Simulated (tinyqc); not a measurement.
## Germanium share from the critical thickness

Problem. Critical thickness (Matthews-Blakeslee, 60-degree dislocations): h = bv (1 - nu/4)[ln(h/bv) + 1]/(4 pi e_par (1 + nu)), nu = c12/(c11 + c12). e_par = b1 x. Find e_par and x.

Values chosen for this exercise: lattice mismatch per unit x b1 = 0.0418; elastic constant c11 = 168 GPa; elastic constant c12 = 65.4 GPa; Burgers vector bv = 0.384 nm.

critical thickness = 28.108792 nm

Solution. For given h the relation is explicit in the strain.

e_par = 0.418 %
x = 0.100

Numbers from tinyqc (`OMP_NUM_THREADS=1 python tinyqc.py 2530119 2530120 out.jsonl`; about 0.01 s on one thread of a shared Intel Xeon 2.30GHz).
